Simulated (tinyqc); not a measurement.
Van der Pauw, Hall and four-point-probe measurements on a doped layer: one step of the calculation.

A uniform n-type layer with sheet resistance Rs = 1/(q ns mu), point contacts, low field (mu B small).

Question. Sheet density, mobility and bulk values. Rs = 1/z; Hall sheet density B I/(q |VH|); Hall mobility |VH|/(Rs B I); true values ns = rH times the Hall density, mu = Hall mobility/rH; bulk density ns/t, resistivity Rs t; correction factor F = Rs/[(pi/ln 2)(RA + RB)/2].

Inputs (values chosen for the exercise):
```
symbol  value  unit                 meaning
rH       1.18                   Hall factor
B        0.55     T          magnetic field
I          50    uA                 current
t        1500    nm  thickness of the layer
```

Constants: q = 1.602176634e-19 C. Results are converted to the units shown.

converged z = 6.6650548 mS
VH = -0.63292803 mV
RA = 1.7779648 ohm
RB = 158.04252 ohm

Wanted: Rs; Hall sheet density; Hall mobility; ns; mu; bulk density; resistivity; F.

Answer.

Rs = 150.0 ohm/square
Hall sheet density = 2.712e13 cm^-2
Hall mobility = 1534 cm^2/(V s)
ns = 3.200e13 cm^-2
mu = 1300 cm^2/(V s)
bulk density = 2.133e17 cm^-3
resistivity = 0.02251 ohm cm
F = 0.4143

tinyqc, about 0.03 s, one thread, Intel Xeon 2.30GHz (shared host): `OMP_NUM_THREADS=1 python tinyqc.py 2850155 2850156 out.jsonl`
